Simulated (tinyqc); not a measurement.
From one set of inputs to another, one input at a time: elastic strain and critical thickness of a cubic alloy layer A(1-x)B(x) on a thick substrate. Computed by tinyqc, a small Python program. Command: `OMP_NUM_THREADS=1 python tinyqc.py 3024025 3024026 out.jsonl misfit ladder`. One thread of a shared host (Intel(R) Xeon(R) Processor @ 2.30GHz), about 0.01 s of CPU time with the checks.

Strain is positive in tension. The layer is coherent with the substrate unless said otherwise.

The inputs printed are set A. Set A is modelled on In(1-x)Ga(x)P on GaAs; the values taken over come from a set modelled on Ga(1-x)In(x)As on InP. Inputs not listed in the table keep their values of set A, so the rows need not describe a real material.

Inputs (values chosen for the exercise, modelled on In(1-x)Ga(x)P on GaAs): fraction x of B = 0.75; lattice constant a_A = 5.869 angstrom; lattice constant a_B = 5.451 angstrom; substrate lattice constant a_S = 5.653 angstrom; layer thickness h = 14 nm; biaxial modulus of the substrate M_S = 129 GPa; substrate thickness t_S = 625 micrometre; wafer diameter W = 200 mm.

Growth plane: (001).

C11, C12, C44 of A (GPa): [102.9, 55.61, 45.08]

C11, C12, C44 of B (GPa): [138, 62.94, 69.42]

Method:
- a = (1 - x) a_A + x a_B, the same rule for each C_ij; misfit f = (a_S - a)/a, the in-plane strain of the coherent layer.
- (001): D = 2 C12/C11, M = C11 + C12 - 2 C12^2/C11. The free surface carries no normal stress, so e_perp = -D f; dV/V = 2 f + e_perp; stress = M f; energy per area = M f^2 h (1 GPa nm = 1 J/m^2).
- Stoney: curvature = 6 |stress| h/(M_S t_S^2); radius = 1/curvature; bow = curvature W^2/8.

Each row keeps all changes above it:
```
input moved                                  from     to  misfit f  curvature (1/m)  strain energy per area (J/m^2)
set A                                           -      -   0.01755          0.00388                          0.5715
biaxial modulus of the substrate M_S (GPa)    129   96.2   0.01755          0.00520                          0.5715
fraction x of B                              0.75   0.27  -0.01792          0.00444                          0.4987
lattice constant a_A (angstrom)             5.869  5.653   0.00974          0.00242                          0.1474
lattice constant a_B (angstrom)             5.451  6.058  -0.01898          0.00471                          0.5593
substrate lattice constant a_S (angstrom)   5.653  5.869   0.01851          0.00459                          0.5320
layer thickness h (nm)                         14    6.9   0.01851          0.00226                          0.2622
substrate thickness t_S (micrometre)          625    200   0.01851          0.02209                          0.2622
```

Where does the difference come from?

Misfit f goes from 0.0176 to 0.0185, +0.000958 in all. The largest single move comes from substrate lattice constant a_S (+0.0375), and fraction x of B works against it (-0.0355). Curvature goes from 0.00388 to 0.0221, a factor 5.70 in all. The largest single move comes from substrate thickness t_S (a factor 9.77), and layer thickness h works against it (a factor 0.493). Strain energy per area goes from 0.572 to 0.262, a factor 0.459 in all. The largest single move comes from lattice constant a_B (a factor 3.79), but it runs against the net change; the largest move in the direction of the net change is lattice constant a_A (a factor 0.296). The single moves hold for this order of the switches; the total does not depend on the order.

Caution (rows set A, biaxial modulus of the substrate M_S, fraction x of B, lattice constant a_B, substrate lattice constant a_S): the curvature assumes a coherent layer, but h exceeds h_c. Caution (rows substrate thickness t_S): a bow above a fifth of the wafer thickness is beyond Stoney's small-deflection limit.

Extremes, crossings and ranges named in words are read from the listed rows.
